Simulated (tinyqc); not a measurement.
## Scale length and barrier from the threshold roll-off

Problem. For L well above Lambda the threshold falls by 2 m sqrt(A (A + Vds)) exp(-pi L/(2 Lambda)), A being the height of the source potential over the barrier top; the two values follow this form. Find Lambda and A.

Inputs (values chosen for the exercise):
- m = 1 (long-channel body factor)
- Vds = 0.6 V (drain voltage)

threshold lowering at L = 23 and 38 nm (mV): [58.365459, 7.8508035]

Answer. The ratio of the two values gives Lambda; the prefactor gives A (A + Vds), a quadratic with one positive root.

Lambda = 11.75 nm
A = 0.4000 V

tinyqc, about 0.02 s, one thread, Intel Xeon 2.30GHz (shared host): `OMP_NUM_THREADS=1 python tinyqc.py 2420151 2420152 out.jsonl`
